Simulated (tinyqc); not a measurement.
Channel direction: nanosheet or nanowire with hard walls, valleys of the Si type.

Six ellipsoidal valleys along the cube axes: inverse mass tensor w = 1/mt + (1/ml - 1/mt) a a^T with a the unit axis. Device axes: x along the channel, z = [001], y = z x x.

Hard walls around a W x H rectangle. The block w_c of w in (y, z) confines; the transport mass follows from 1/m_x = w_xx - w_xc w_c^-1 w_cx. The cross-section problem c (w_yy ky^2 + 2 w_yz ky kz + w_zz kz^2), c = hbar^2/2m0, is solved in products sin(n pi y/W) sin(l pi z/H), n, l = 1 to 12; if w_yz = 0 the levels are c pi^2 (w_yy n^2/W^2 + w_zz l^2/H^2). The w_yz term couples (n, l) to (n', l') by -2 c w_yz D_nn'(W) D_ll'(H) with D_nm(L) = 4 n m/(L (n^2 - m^2)) for n + m odd and 0 otherwise.

Without degeneracy the line density is N1 exp((EF - Ec)/kB T) with N1 = sum 2 g sqrt(m_x kB T/(4 pi c)) exp(-E/kB T), here over n, l up to 80 where w_yz = 0 and over all levels of a 12 x 12 sine basis otherwise; the classical value is W H Nc with Nc = 2 g_all (m_dos kB T/(4 pi c))^(3/2), m_dos = (ml mt^2)^(1/3); dVt = kB T ln(W H Nc/N1).

Constants: hbar^2/2m0 = 3.80998211 eV angstrom^2; kB = 8.617333262e-05 eV/K.

Inputs chosen for the exercise (near those of Si; not measured data): ml = 0.916 m0 (longitudinal mass); mt = 0.19 m0 (transverse mass); T = 77 K (temperature); g_all = 6 (number of valleys); W = 105 angstrom (width, along y); H = 52 angstrom (height, along z = [001]).

The same rectangle along [100] and [110]; groups ordered by w_zz, then w_yy.

Lowest level of each group:
```
channel, group  valleys g   w_yy   w_zz  |w_yz|  m_x (m0)  E (eV)
[100] A                 2  5.263  1.092   0.000     0.190  0.0331
[100] B                 2  1.092  5.263   0.000     0.190  0.0769
[100] C                 2  5.263  5.263   0.000     0.916  0.0911
[110] A                 2  5.263  1.092   0.000     0.190  0.0331
[110] B                 4  3.177  5.263   0.000     0.553  0.0840
```

How do the results move, and what explains it?

The lowest subband has m_x = 0.190 m0 and 2 valleys along [100], and 0.190 m0 and 2 valleys along [110]; its edge lies at 0.0331 and 0.0331 eV. These valleys have their axis along z, so turning the channel in the wafer plane leaves them alone; only the higher groups change.

tinyqc: `OMP_NUM_THREADS=1 python tinyqc.py 1282288 1282289 out.jsonl`; about 0.02 s, one thread, shared Intel(R) Xeon(R) Processor @ 2.30GHz.
